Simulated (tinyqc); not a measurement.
Worked calculation: UHF in the sto-3g basis, for H4+, spin multiplicity 2. Computed by tinyqc, a small Python program that keeps every step (integrals from PySCF). Settings: charge = 1, multiplicity = 2, basis = sto-3g, energy threshold = 1e-10, iteration cap = 84, orthogonalisation = canonical, start = core, DIIS depth = 0, damping = 0.5, method = UHF. Command: `OMP_NUM_THREADS=1 python tinyqc.py 21620 21621 out.jsonl` (the two numbers bound the seeds that draw the settings). One thread of a shared host (Intel(R) Xeon(R) Processor @ 2.60GHz), about 0.1 s of CPU time with the checks. Later iterations appear only in the table of the cycle.

## One-electron integrals

Geometry (angstrom):
```
atom         x         y         z
H     0.000000  0.000000  0.000000
H     0.000000  0.000000  1.050000
H     0.000000  0.000000  2.265000
H     0.000000  0.000000  3.315000
```

Basis sto-3g: exponents (1/bohr^2) and contraction coefficients of normalised primitives:
```
element  l (shell)  exponent  coefficient
H            s (1)  3.425251     0.154329
H            s (1)  0.623914     0.535328
H            s (1)  0.168855     0.444635
```

Overlap, kinetic and nuclear-attraction integrals over the contracted functions; the nuclear repulsion is the sum of Za Zb / Rab.

nuclear repulsion = 2.07038917 hartree

overlap S, lower triangle:
```
          1H 1s     2H 1s     3H 1s     4H 1s
1H 1s  1.000000
2H 1s  0.467519  1.000000
3H 1s  0.075942  0.379543  1.000000
4H 1s  0.009183  0.075942  0.467519  1.000000
```

kinetic energy T (hartree), lower triangle:
```
           1H 1s      2H 1s     3H 1s     4H 1s
1H 1s   0.760032
2H 1s   0.093800   0.760032
3H 1s  -0.011473   0.049599  0.760032
4H 1s  -0.004211  -0.011473  0.093800  0.760032
```

nuclear attraction V (hartree), lower triangle:
```
           1H 1s      2H 1s      3H 1s      4H 1s
1H 1s  -2.111112
2H 1s  -0.964430  -2.381297
3H 1s  -0.147374  -0.799248  -2.381297
4H 1s  -0.017033  -0.147374  -0.964430  -2.111112
```

core Hamiltonian H = T + V (hartree), lower triangle:
```
           1H 1s      2H 1s      3H 1s      4H 1s
1H 1s  -1.351080
2H 1s  -0.870631  -1.621265
3H 1s  -0.158847  -0.749650  -1.621265
4H 1s  -0.021244  -0.158847  -0.870631  -1.351080
```

## Two-electron integrals

Functions are numbered as in S; the eight-fold symmetry (ij|kl) = (ji|kl) = (kl|ij) leaves the list below.

Two-electron integrals (ij|kl) in chemists' order, unique and non-zero (hartree):
```
(11|11) 0.774606   (21|11) 0.286815   (21|21) 0.138228   (22|11) 0.462060
(22|21) 0.286815   (22|22) 0.774606   (31|11) 0.033206   (31|21) 0.017997
(31|22) 0.043549   (31|31) 0.002860   (32|11) 0.121789   (32|21) 0.076765
(32|22) 0.221360   (32|31) 0.014702   (32|32) 0.087425   (33|11) 0.233346
(33|21) 0.142713   (33|22) 0.413766   (33|31) 0.033206   (33|32) 0.221360
(33|33) 0.774606   (41|11) 0.003010   (41|21) 0.001757   (41|22) 0.004609
(41|31) 0.000316   (41|32) 0.001778   (41|33) 0.004609   (41|41) 0.000038
(42|11) 0.019135   (42|21) 0.011719   (42|22) 0.033206   (42|31) 0.002391
(42|32) 0.014702   (42|33) 0.043549   (42|41) 0.000316   (42|42) 0.002860
(43|11) 0.089275   (43|21) 0.052011   (43|22) 0.142713   (43|31) 0.011719
(43|32) 0.076765   (43|33) 0.286815   (43|41) 0.001757   (43|42) 0.017997
(43|43) 0.138228   (44|11) 0.159629   (44|21) 0.089275   (44|22) 0.233346
(44|31) 0.019135   (44|32) 0.121789   (44|33) 0.462060   (44|41) 0.003010
(44|42) 0.033206   (44|43) 0.286815   (44|44) 0.774606
```

## Orthogonalisation

S = U s U^T; canonical form X = U s^(-1/2), so that X^T S X = 1. Each column of U has its largest component positive (the first on a tie).

eigenvalues of S: 0.372482  0.620219  1.238793  1.768506

X:
```
               1          2          3         4
1H 1s  -0.619869   0.730131   0.536736  0.309465
2H 1s   0.978831  -0.522567   0.339902  0.432384
3H 1s  -0.978831  -0.522567  -0.339902  0.432384
4H 1s   0.619869   0.730131  -0.536736  0.309465
```

## Starting guess

The start is the orbitals of the core Hamiltonian; D(s) = C_occ C_occ^T for each spin.

D(alpha) at the start, lower triangle:
```
           1H 1s      2H 1s     3H 1s     4H 1s
1H 1s   0.150137
2H 1s   0.278326   0.623694
3H 1s  -0.140691  -0.030623  0.623694
4H 1s  -0.118196  -0.140691  0.278326  0.150137
```

D(beta) at the start, lower triangle:
```
          1H 1s     2H 1s     3H 1s     4H 1s
1H 1s  0.015971
2H 1s  0.068818  0.296535
3H 1s  0.068818  0.296535  0.296535
4H 1s  0.015971  0.068818  0.068818  0.015971
```

## Iteration 1: building the Fock matrix

J_ij = sum D_kl (ij|kl) with D = D(alpha) + D(beta), K_ij = sum D_kl (ik|jl) for each spin; F = H + J - K(s); E = tr D H + tr D J / 2 - 0.5 sum_s tr D(s) K(s) + E_nn.

Coulomb J (hartree), lower triangle:
```
          1H 1s     2H 1s     3H 1s     4H 1s
1H 1s  1.112863
2H 1s  0.626012  1.613053
3H 1s  0.106957  0.596362  1.613053
4H 1s  0.012769  0.106957  0.626012  1.112863
```

exchange K(alpha) (hartree), lower triangle:
```
           1H 1s     2H 1s     3H 1s     4H 1s
1H 1s   0.352480
2H 1s   0.371283  0.679395
3H 1s   0.061079  0.282426  0.679395
4H 1s  -0.018596  0.061079  0.371283  0.352480
```

exchange K(beta) (hartree), lower triangle:
```
          1H 1s     2H 1s     3H 1s     4H 1s
1H 1s  0.109311
2H 1s  0.182348  0.446168
3H 1s  0.111979  0.319572  0.446168
4H 1s  0.040935  0.111979  0.182348  0.109311
```

F(alpha) (hartree), lower triangle:
```
           1H 1s      2H 1s      3H 1s      4H 1s
1H 1s  -0.590696
2H 1s  -0.615901  -0.687607
3H 1s  -0.112968  -0.435713  -0.687607
4H 1s   0.010121  -0.112968  -0.615901  -0.590696
```

F(beta) (hartree), lower triangle:
```
           1H 1s      2H 1s      3H 1s      4H 1s
1H 1s  -0.347527
2H 1s  -0.426967  -0.454380
3H 1s  -0.163869  -0.472859  -0.454380
4H 1s  -0.049409  -0.163869  -0.426967  -0.347527
```

total energy of this density = -1.60384644 hartree

This density is the starting one.

## Iteration 1: diagonalisation and new density

Diagonalise F' = X^T F X, C = X C', fill 2 alpha and 1 beta electrons from the bottom; D(s) = C_occ C_occ^T; the new density keeps 0.5 of the old one (damping). Each column has its largest component positive (the first on a tie).

F' = X^T F X (alpha) (hartree), lower triangle:
```
           1          2          3          4
1   0.276214
2   0.000000  -0.120125
3  -0.084347   0.000000  -0.771393
4   0.000000   0.020802   0.000000  -0.921338
```

orbital energies (alpha) (hartree): MO1 -0.921878, MO2 -0.778141, MO3 -0.119585, MO4 0.282962

coefficients C (alpha):
```
            MO1        MO2        MO3        MO4
1H 1s  0.290423   0.485596   0.737912  -0.660696
2H 1s  0.445793   0.416875  -0.511176   0.948608
3H 1s  0.445793  -0.416875  -0.511176  -0.948608
4H 1s  0.290423  -0.485596   0.737912   0.660696
```

F' = X^T F X (beta) (hartree), lower triangle:
```
          1          2          3          4
1  0.444850
2  0.000000  -0.027906
3  0.045084   0.000000  -0.359493
4  0.000000   0.057688   0.000000  -0.738967
```

orbital energies (beta) (hartree): MO1 -0.743617, MO2 -0.362012, MO3 -0.023256, MO4 0.447369

coefficients C (beta):
```
            MO1        MO2        MO3        MO4
1H 1s  0.249804   0.570482   0.752634  -0.588960
2H 1s  0.472971   0.284764  -0.486139   0.996269
3H 1s  0.472971  -0.284764  -0.486139  -0.996269
4H 1s  0.249804  -0.570482   0.752634   0.588960
```

D(alpha) after iteration 1, lower triangle:
```
           1H 1s      2H 1s     3H 1s     4H 1s
1H 1s   0.235143
2H 1s   0.305114   0.498105
3H 1s  -0.106828  -0.002838  0.498105
4H 1s  -0.134827  -0.106828  0.305114  0.235143
```

D(beta) after iteration 1, lower triangle:
```
          1H 1s     2H 1s     3H 1s     4H 1s
1H 1s  0.039186
2H 1s  0.093484  0.260118
3H 1s  0.093484  0.260118  0.260118
4H 1s  0.039186  0.093484  0.093484  0.039186
```

## Iteration 2: building the Fock matrix

As before.

Coulomb J (hartree), lower triangle:
```
          1H 1s     2H 1s     3H 1s     4H 1s
1H 1s  1.144074
2H 1s  0.618880  1.545213
3H 1s  0.103610  0.568755  1.545213
4H 1s  0.012333  0.103610  0.618880  1.144074
```

exchange K(alpha) (hartree), lower triangle:
```
           1H 1s     2H 1s     3H 1s     4H 1s
1H 1s   0.419261
2H 1s   0.382297  0.618639
3H 1s   0.067126  0.260013  0.618639
4H 1s  -0.014984  0.067126  0.382297  0.419261
```

exchange K(beta) (hartree), lower triangle:
```
          1H 1s     2H 1s     3H 1s     4H 1s
1H 1s  0.136875
2H 1s  0.192898  0.422772
3H 1s  0.116137  0.300997  0.422772
4H 1s  0.047397  0.116137  0.192898  0.136875
```

F(alpha) (hartree), lower triangle:
```
           1H 1s      2H 1s      3H 1s      4H 1s
1H 1s  -0.626267
2H 1s  -0.634047  -0.694692
3H 1s  -0.122362  -0.440908  -0.694692
4H 1s   0.006074  -0.122362  -0.634047  -0.626267
```

F(beta) (hartree), lower triangle:
```
           1H 1s      2H 1s      3H 1s      4H 1s
1H 1s  -0.343881
2H 1s  -0.444648  -0.498825
3H 1s  -0.171374  -0.481892  -0.498825
4H 1s  -0.056308  -0.171374  -0.444648  -0.343881
```

total energy of this density = -1.64978411 hartree

This density is a damped mixture and is not idempotent.

## Iteration 2: diagonalisation and new density

As before.

F' = X^T F X (alpha) (hartree), lower triangle:
```
           1          2          3          4
1   0.269609
2   0.000000  -0.127040
3  -0.070138   0.000000  -0.796380
4   0.000000  -0.000034   0.000000  -0.948258
```

orbital energies (alpha) (hartree): MO1 -0.948258, MO2 -0.800975, MO3 -0.127040, MO4 0.274204

coefficients C (alpha):
```
            MO1        MO2        MO3        MO4
1H 1s  0.309494   0.495065   0.730118  -0.653631
2H 1s  0.432363   0.403164  -0.522584   0.954516
3H 1s  0.432363  -0.403164  -0.522584  -0.954516
4H 1s  0.309494  -0.495065   0.730118   0.653631
```

F' = X^T F X (beta) (hartree), lower triangle:
```
          1          2          3          4
1  0.409793
2  0.000000  -0.022142
3  0.008100   0.000000  -0.369026
4  0.000000   0.072628   0.000000  -0.773066
```

orbital energies (beta) (hartree): MO1 -0.780026, MO2 -0.369110, MO3 -0.015182, MO4 0.409877

coefficients C (beta):
```
            MO1        MO2        MO3        MO4
1H 1s  0.238404   0.543153   0.756322  -0.614254
2H 1s  0.480262   0.329705  -0.478937   0.982312
3H 1s  0.480262  -0.329705  -0.478937  -0.982312
4H 1s  0.238404  -0.543153   0.756322   0.614254
```

D(alpha) after iteration 2, lower triangle:
```
           1H 1s      2H 1s     3H 1s     4H 1s
1H 1s   0.288010
2H 1s   0.319260   0.423792
3H 1s  -0.086303   0.010779  0.423792
4H 1s  -0.142065  -0.086303  0.319260  0.288010
```

D(beta) after iteration 2, lower triangle:
```
          1H 1s     2H 1s     3H 1s     4H 1s
1H 1s  0.048011
2H 1s  0.103990  0.245385
3H 1s  0.103990  0.245385  0.245385
4H 1s  0.048011  0.103990  0.103990  0.048011
```

## Iteration 53 (converged): orbitals

converged F(alpha) (hartree), lower triangle:
```
           1H 1s      2H 1s      3H 1s      4H 1s
1H 1s  -0.719448
2H 1s  -0.657058  -0.652573
3H 1s  -0.134373  -0.419361  -0.652573
4H 1s  -0.004154  -0.134373  -0.657058  -0.719448
```

converged F(beta) (hartree), lower triangle:
```
           1H 1s      2H 1s      3H 1s      4H 1s
1H 1s  -0.286177
2H 1s  -0.451337  -0.606674
3H 1s  -0.174793  -0.529836  -0.606674
4H 1s  -0.053914  -0.174793  -0.451337  -0.286177
```

Diagonalise F' = X^T F X, C = X C', fill 2 alpha and 1 beta electrons from the bottom; D(s) = C_occ C_occ^T. Each column has its largest component positive (the first on a tie).

F' = X^T F X (alpha) (hartree), lower triangle:
```
           1          2          3          4
1   0.271978
2   0.000000  -0.149073
3  -0.008174   0.000000  -0.847448
4   0.000000  -0.086320   0.000000  -0.963004
```

orbital energies (alpha) (hartree): MO1 -0.972057, MO2 -0.847508, MO3 -0.140020, MO4 0.272038

coefficients C (alpha):
```
            MO1        MO2        MO3        MO4
1H 1s  0.383939   0.532196   0.693866  -0.623771
2H 1s  0.375514   0.347039  -0.564820   0.976323
3H 1s  0.375514  -0.347039  -0.564820  -0.976323
4H 1s  0.383939  -0.532196   0.693866   0.623771
```

F' = X^T F X (beta) (hartree), lower triangle:
```
           1          2          3          4
1   0.345442
2   0.000000  -0.027727
3  -0.070623   0.000000  -0.353386
4   0.000000   0.167077   0.000000  -0.825219
```

orbital energies (beta) (hartree): MO1 -0.858808, MO2 -0.360451, MO3 0.005862, MO4 0.352507

coefficients C (beta):
```
            MO1        MO2        MO3        MO4
1H 1s  0.159491   0.472361   0.776802  -0.670223
2H 1s  0.526897   0.435657  -0.427097   0.940131
3H 1s  0.526897  -0.435657  -0.427097  -0.940131
4H 1s  0.159491  -0.472361   0.776802   0.670223
```

D(alpha) after iteration 53, lower triangle:
```
           1H 1s      2H 1s     3H 1s     4H 1s
1H 1s   0.430642
2H 1s   0.328867   0.261447
3H 1s  -0.040518   0.020575  0.261447
4H 1s  -0.135823  -0.040518  0.328867  0.430642
```

D(beta) after iteration 53, lower triangle:
```
          1H 1s     2H 1s     3H 1s     4H 1s
1H 1s  0.025438
2H 1s  0.084036  0.277620
3H 1s  0.084036  0.277620  0.277620
4H 1s  0.025438  0.084036  0.084036  0.025438
```

## Convergence

Stop when the energy changes by less than 1e-10 hartree and every element of the error matrix X^T (F D S - S D F) X (for each spin) is below 3e-06.

Course of the cycle:
```
iteration  E (hartree)     change  largest element of the error matrix
1          -1.60384644          -                             1.78e-01
2          -1.64978411  -4.59e-02                             1.06e-01
3          -1.67624536  -2.65e-02                             6.92e-02
4          -1.69126946  -1.50e-02                             4.74e-02
5          -1.69985890  -8.59e-03                             3.39e-02
6          -1.70485975  -5.00e-03                             2.53e-02
7          -1.70784111  -2.98e-03                             1.95e-02
8          -1.70966390  -1.82e-03                             1.54e-02
9          -1.71080533  -1.14e-03                             1.24e-02
10         -1.71153522  -7.30e-04                             1.04e-02
11         -1.71201000  -4.75e-04                             8.87e-03
12         -1.71232300  -3.13e-04                             7.47e-03
13         -1.71253138  -2.08e-04                             6.25e-03
14         -1.71267110  -1.40e-04                             5.21e-03
...                ...        ...                                  ...
40         -1.71296282  -5.55e-09                             3.37e-05
41         -1.71296283  -3.76e-09                             2.77e-05
42         -1.71296283  -2.54e-09                             2.28e-05
43         -1.71296283  -1.72e-09                             1.87e-05
44         -1.71296283  -1.16e-09                             1.54e-05
45         -1.71296283  -7.87e-10                             1.27e-05
46         -1.71296283  -5.32e-10                             1.04e-05
47         -1.71296283  -3.60e-10                             8.57e-06
48         -1.71296283  -2.43e-10                             7.05e-06
49         -1.71296283  -1.65e-10                             5.80e-06
50         -1.71296283  -1.11e-10                             4.77e-06
51         -1.71296283  -7.53e-11                             3.92e-06
52         -1.71296283  -5.10e-11                             3.22e-06
53         -1.71296283  -3.45e-11                             2.65e-06
```

PySCF UHF in the same basis, after a stability check = -1.71296283 hartree

Converged in 53 iterations.

## Populations, bond orders and dipole

Mulliken: Z minus the diagonal of D S on the atom; Loewdin: the same with S^(1/2) D S^(1/2); Mayer order: 2 sum_s sum (D(s) S)_ij (D(s) S)_ji over the two atoms.

Charges (e):
```
atom  Mulliken   Loewdin  Mulliken spin
1H    0.348590  0.342029       0.508728
2H    0.151410  0.157971      -0.008728
3H    0.151410  0.157971      -0.008728
4H    0.348590  0.342029       0.508728
```

Mayer bond orders:
```
pair     order
2-1   0.517529
3-1   0.060303
3-2   0.399167
4-1   0.041849
4-2   0.060303
4-3   0.517529
```

dipole moment about the origin, x y z (debye): 0.000000  0.000000  7.961312

<S^2> of the determinant (pure state: 0.75) = 0.838974
